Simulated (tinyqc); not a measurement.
# From metallurgical channel L_met back to anneal budget D t

Model: two-dimensional dopant profile at a mask edge: lateral junction, overlap and effective channel length. Computed by tinyqc, a small Python program. Command: `OMP_NUM_THREADS=1 python tinyqc.py 3022728 3022729 out.jsonl lateral inv`. One thread of a shared host (Intel(R) Xeon(R) Processor @ 2.30GHz), about 0.02 s of CPU time with the checks.

Ions enter for y < 0; the mask (spacer, then gate) covers y > 0. x is the depth. The surface reflects dopant during the anneal.

Inputs (values chosen for the exercise, modelled on a source-drain extension in silicon):
```
quantity               value    unit
dose Q               5.4e+14  1/cm^2
projected range R_p       44      nm
vertical straggle         16      nm
lateral straggle          13      nm
channel doping C_B   3.1e+17  1/cm^3
gate length L_g          450      nm
offset spacer             25      nm
oxide thickness          3.3      nm
```

Constants: eps_0 = 8.8541878128e-12 F/m.

Method:
- Widths s_x^2 = (vertical straggle)^2 + 2 D t, s_y^2 = (lateral straggle)^2 + 2 D t. C(x, y) = V(x) (1/2) erfc(y/(sqrt2 s_y)), V(x) = Q/(sqrt(2 pi) s_x) [exp(-(x - R_p)^2/(2 s_x^2)) + exp(-(x + R_p)^2/(2 s_x^2))]; 1 nm = 1e-7 cm.
- The vertical junction far from the mask solves V(x) = C_B.
- The lateral junction at depth x solves C = C_B: y_j(x) = sqrt2 s_y erfc^-1(2 C_B/V(x)). Overlap under the gate = y_j(0) - spacer; metallurgical channel L_met = L_g - 2 overlap (tails from the two sides are not added).
- Abruptness at y_j(0) in nm per decade = ln(10) s_y sqrt(pi/2) exp(u^2) erfc(u), u = y_j/(sqrt2 s_y). Overlap capacitance per width = 3.9 eps_0 overlap/t_ox (zero if there is no overlap).

Problem. A run gave the result below. Find the anneal budget D t, known to lie between 2.8e-12 and 6.7e-12 cm^2.

metallurgical channel L_met = 334.9428 nm

Solution.

Each step takes the trial c = (a f_b - b f_a)/(f_b - f_a), f being the result less the target and a, b, c the logarithms of the listed values; c replaces end b, the old b replaces a if the sign of f changed, and otherwise f_a is halved.

Scan of the range:
```
anneal budget D t (cm^2)  metallurgical channel L_met (nm)
2.80e-12                                           366.549
3.24e-12                                           357.415
3.75e-12                                           347.593
4.33e-12                                           337.244
5.01e-12                                           326.016
5.79e-12                                           314.117
6.70e-12                                           301.305
```

False position (Illinois rule, in the logarithm of the input) inside the bracket:
```
step        end a        end b        trial  metallurgical channel L_met (nm)
1     4.33000e-12  5.01000e-12  4.46139e-12                           335.004
2     5.01000e-12  4.46139e-12  4.46490e-12                           334.944
3     5.01000e-12  4.46490e-12  4.46509e-12                           334.941
4     4.46490e-12  4.46509e-12  4.46500e-12                           334.943
```

Metallurgical channel L_met falls at every point of a 13-point scan of the range (every second point is shown), so one value fits; it is bracketed by 4.33e-12 and 5.01e-12. Answer: anneal budget D t = 4.465e-12 cm^2.
